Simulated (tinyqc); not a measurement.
Schottky barrier on an n-type semiconductor, non-linear Poisson equation by Newton steps: one step of the calculation.

One dimension, metal at x = 0, donor density C(x) = Nd, uniform. Energies are counted from the electron Fermi level of the semiconductor and the conduction-band edge is Ec = -psi, so n = Nc exp(psi/Vt); holes follow the Fermi level of the metal, at -V, so p = Nv exp((V - psi - Eg)/Vt). Ends: psi(0) = V - phiB and psi = Vt ln(Nd/Nc) deep inside. Boltzmann statistics, full ionisation, no current, no image force in the Poisson equation.

Question. Converged densities, field and barrier lowering. n and p as above; E_i = -(psi_(i+1) - psi_i)/h_i; at the metal |E_0| = |E on interval 0| + q rho_0 (h_0/2)/(eps0 eps_r), rho_0 = p_0 - n_0 + C_0; image-force lowering dphi = sqrt(q |E_0|/(4 pi eps0 eps_r)).

Parameters, values chosen for the exercise; band and dielectric values close to those of gallium nitride: temperature T = 450 K; band gap Eg = 3.43 eV; relative permittivity eps_r = 9.35; conduction-band density of states at T Nc = 4.24e18 cm^-3; valence-band density of states at T Nv = 8.41e19 cm^-3; bias of the metal against the semiconductor V = -1.9 V.

Constants: q = 1.602176634e-19 C, kB = 1.380649e-23 J/K, Vt = kB T/q, eps0 = 8.8541878128e-14 F/cm where lengths are in cm. Results are converted to the units shown.

```
node,x (nm),converged psi (V),donor density C (cm^-3)
0,0,-3.4100000,4.6e17
1,3.5,-3.1471027,4.6e17
2,7.74,-2.8432292,4.6e17
3,12.9,-2.4950110,4.6e17
4,19.1,-2.1079601,4.6e17
5,26.7,-1.6801948,4.6e17
6,35.8,-1.2356472,4.6e17
7,46.9,-0.7932018,4.6e17
8,60.3,-0.4052117,4.6e17
9,76.6,-0.1486834,4.6e17
10,96.4,-0.0918377,4.6e17
11,120,-0.0864871,4.6e17
12,149,-0.0861450,4.6e17
13,184,-0.0861295,4.6e17
```

Give: n; p; field E; |E_0| at the metal; image-force lowering.

Answer.

```
node,n (cm^-3),p (cm^-3)
0,2.7356e-20,0.026408
1,2.4064e-17,3.0021e-5
2,6.0898e-14,1.1863e-8
3,4.8358e-10,1.4939e-12
4,1.0453e-5,6.9109e-17
5,0.64567,1.1189e-21
6,61479,1.1751e-26
7,5.5449e9,1.3028e-31
8,1.2280e14,5.8829e-36
9,9.1661e16,7.8814e-39
10,3.9704e17,1.8195e-39
11,4.5578e17,1.5850e-39
12,4.5982e17,1.5711e-39
13,4.6000e17,1.5705e-39
```

```
interval,field E (kV/cm)
0,-751.14
1,-716.68
2,-674.84
3,-624.28
4,-562.85
5,-488.51
6,-398.60
7,-289.54
8,-157.38
9,-28.71
10,-2.27
11,-0.12
12,0.00
```

|E_0| at the metal = 766.71 kV/cm
image-force lowering = 108.66 mV

Numbers from tinyqc (`OMP_NUM_THREADS=1 python tinyqc.py 2020076 2020077 out.jsonl`; about 0.03 s on one thread of a shared Intel Xeon 2.30GHz).
